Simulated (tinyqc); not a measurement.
One level coupled to a phonon between two leads, self-consistent Born approximation: two steps of the calculation.

Wide-band leads with mu_L = +V/2 and mu_R = -V/2; phonons in equilibrium, Nq = 1/(exp(w0/kB T) - 1). Scattering links only energies that differ by w0, so a ladder E_k = E1 + k w0 closes on itself; terms that reach past its ends are dropped. Gn and Gp are the electron and hole parts of the spectral function A = Gn + Gp.

Inputs (values chosen for the exercise): temperature of leads and phonons T = 300 K; phonon energy w0 = 63 meV; level ed = 78 meV; coupling to the left lead GL = 36 meV; coupling to the right lead GR = 24 meV; bias V = 192 mV; rungs of the ladder shown nr = 6; lowest rung E1 = -124 meV.

Constants: q = 1.602176634e-19 C, kB = 1.380649e-23 J/K, Vt = kB T/q. Results are converted to the units shown.

Task 1. The ladder and the first Green functions. |G|^2 = 1/[(E - ed)^2 + (GL + GR + Sin + Sout)^2/4], Gn = |G|^2 (GL fL + GR fR + Sin), Gp = |G|^2 (GL (1 - fL) + GR (1 - fR) + Sout), f = 1/(1 + exp((E - mu)/kB T)). On a single ladder the real part of the phonon self-energy, which needs all energies, is left out. At the start Sin = Sout = 0.

Find: E; fL; fR; Gn; Gp; Nq.

Result 1.

```
rung  E (meV)       fL        fR  Gn (1/meV)  Gp (1/meV)
0        -124   0.9998    0.7471    0.001293    1.457e-4
1         -61   0.9977    0.2052    0.002020    9.474e-4
2           2   0.9743   0.02208    0.005333    0.003654
3          65   0.7684  0.001970     0.02592     0.03021
4         128   0.2248  1.725e-4    0.002382     0.01527
5         191  0.02473  1.509e-5    6.515e-5    0.004324
```

Nq = 0.09580

Task 2. Currents on the rungs. Spectral currents into the level: iL = GL [fL Gp - (1 - fL) Gn], iR = GR [fR Gp - (1 - fR) Gn].

```
rung  converged Gn (1/meV)  converged Gp (1/meV)           fL            fR
0             0.0013004724          1.4600498e-4   0.99979859    0.74707798
1             0.0020629744          9.4958430e-4   0.99770112    0.20523995
2             0.0058140394          0.0036596351   0.97432138   0.022078843
3              0.025442461           0.029891381   0.76837061  0.0019699837
4             0.0023756191           0.015918016   0.22481650  1.7254035e-4
5             6.7168126e-5          0.0044825349  0.024728389  1.5087096e-5
```

Give: iL; iR; iL + iR; sum of iL.

Result 2.

```
rung       iL        iR    iL + iR
0     0.00525  -0.00528  -0.000030
1     0.03394  -0.03467  -0.000737
2     0.12299  -0.13452  -0.011528
3     0.61468  -0.60800   0.006677
4     0.06254  -0.05694   0.005596
5     0.00163  -0.00161   0.000022
```

sum of iL = 0.84102

On a single rung iL + iR need not vanish (largest 0.012), since phonons move electrons between rungs; summed over the ladder it does.

Range of the model: The self-consistent Born approximation keeps only non-crossing phonon lines and no Hartree shift; it is rough once the coupling nears the phonon energy.

Numbers from tinyqc (`OMP_NUM_THREADS=1 python tinyqc.py 2720041 2720042 out.jsonl`; about 0.04 s on one thread of a shared Intel Xeon 2.30GHz).
